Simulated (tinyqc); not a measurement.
Worked calculation: Raman shift of the zone-centre optical phonon of a diamond-structure crystal under stress. Computed by tinyqc, a small Python program that keeps every step. Command: `OMP_NUM_THREADS=1 python tinyqc.py 3018905 3018906 out.jsonl ramanstress walk`. One thread of a shared host (Intel(R) Xeon(R) Processor @ 2.30GHz), about 0.01 s of CPU time with the checks. Intermediate numbers are printed to about 5 digits and carried at full precision; extremes and crossings named in words are read from the listed rows.

Axes x, y, z are the cube axes. Strain shifts the threefold optical mode and can split it; p, q and r are the phonon deformation potentials.

Inputs (values chosen for the exercise, modelled on diamond):
```
quantity                             value      unit
unstrained frequency omega_0          1332      1/cm
p/omega_0^2                          -2.68         -
q/omega_0^2                           -1.7         -
r/omega_0^2                          -1.97         -
C11                                   1075       GPa
C12                                    125       GPa
C44                                  583.6       GPa
stress sigma (tension positive)       0.34       GPa
polarisation angle phi                  20    degree
temperature coefficient d omega/dT  -0.011  1/(cm K)
local temperature T                    520         K
laser wavelength                       364        nm
```

Stress state: biaxial. Axis: [001].

Constants: h = 6.62607015e-34 J s; c = 299792458 m/s; k_B = 1.380649e-23 J/K.

## Compliances

S11 = (C11 + C12)/D, S12 = -C12/D, D = (C11 - C12)(C11 + 2 C12), S44 = 1/C44.

S11 = 0.95333 1/TPa

S12 = -0.099305 1/TPa

S44 = 1.7135 1/TPa

## Stress and strain tensors

Equal biaxial stress in the plane normal to the axis (unit vector n): sigma_ij = sigma (delta_ij - n_i n_j). eps_xx = S11 sigma_xx + S12 (sigma_yy + sigma_zz), and cyclic; eps_xy = S44 sigma_xy/2 (tensor strain).

stress (GPa):
```
      x     y     z
x  0.34  0.00  0.00
y  0.00  0.34  0.00
z  0.00  0.00  0.00
```

strain (per mille):
```
         x        y         z
x  0.29037  0.00000   0.00000
y  0.00000  0.29037   0.00000
z  0.00000  0.00000  -0.06753
```

volume strain = 0.51321 per mille

## Secular matrix and shifts

Secular matrix: M_xx = p eps_xx + q (eps_yy + eps_zz), M_xy = 2 r eps_xy; its eigenvalues are omega^2 - omega_0^2, and the shifts are these over 2 omega_0.

M/(2 omega_0) (1/cm):
```
          x         y         z
x  -0.77057   0.00000   0.00000
y   0.00000  -0.77057   0.00000
z   0.00000   0.00000  -0.53698
```

shifts, in rising order (1/cm): -0.77057  -0.77057  -0.53698

The triplet splits into a singlet and a doublet. Tension softens every mode.

## Mean shift and Grueneisen parameter

gamma = -(p + 2q)/(6 omega_0^2); the mean of the three shifts is -gamma omega_0 x (volume strain).

mode Grueneisen parameter gamma = 1.0133

mean shift = -0.69271 1/cm

## The line seen from a (001) surface

Backscattering from a (001) surface: incident polarisation (cos phi, sin phi, 0). With Raman tensors (R_z)_xy = (R_z)_yx = 1 and cyclic, only the z component u_z of a mode counts: I = u_z^2 sin^2(2 phi) for parallel and u_z^2 cos^2(2 phi) for crossed polarisers. An unresolved line sits at the intensity-weighted shift, which is M_zz/(2 omega_0).

total intensity, parallel = 0.41318

total intensity, crossed = 0.58682

shift of the observed line = -0.53698 1/cm

shift per stress = -1.5794 1/(cm GPa)

stress per shift = -633.17 MPa cm

The z-polarised mode is an eigenmode here, so one line is seen.

## The same stress in different states

Uniaxial: sigma n n^T; biaxial: sigma (1 - n n^T); hydrostatic: sigma 1. The line seen from (001) is taken as unresolved, at the intensity-weighted shift M_zz/(2 omega_0).

Shifts (1/cm):
```
state                   lowest   middle  highest  line seen from (001)
uniaxial [100]         -0.5021  -0.2685  -0.2685               -0.2685
uniaxial [110]         -0.7675  -0.2685  -0.0031               -0.2685
uniaxial [001]         -0.5021  -0.2685  -0.2685               -0.5021
uniaxial [111]         -0.8559  -0.0916  -0.0916               -0.3464
biaxial, normal [001]  -0.7706  -0.7706  -0.5370               -0.5370
biaxial, normal [111]  -0.9475  -0.9475  -0.1831               -0.6927
hydrostatic            -1.0391  -1.0391  -1.0391               -1.0391
```

Seen from (001), uniaxial stress along [100] and along [110] give the same shift (-0.268), and equal biaxial stress in the plane gives twice as much (-0.537), since only sigma_xx + sigma_yy and sigma_zz enter M_zz. Stress along [001] gives -0.502. One measured shift therefore fixes the stress only once its state is assumed: read as uniaxial in the plane, a shift implies twice the stress that it does read as biaxial.

## Heating mistaken for stress

A temperature above 300 K shifts the line by (d omega/dT)(T - 300 K); divided by the shift per stress it poses as a stress; the total shift adds it to the shift of the observed line. The anti-Stokes to Stokes ratio is [(omega_L + omega_0)/(omega_L - omega_0)]^3 exp(-h c omega_0/(k_B T)) in photon counts, omega_L = 1/wavelength, resonance effects left out.

thermal shift = -2.42 1/cm

apparent stress from heating = 1.5323 GPa

total shift = -2.9570 1/cm

anti-Stokes/Stokes ratio = 0.033563

Heating poses as tension, 451 % of the true stress in size; the intensity ratio gives T apart from the shift.

Checks made by the program: mean of the eigenvalues against the trace rule (relative difference below 1e-10); weighted mean of the modes against M_zz (relative difference below 1e-10).
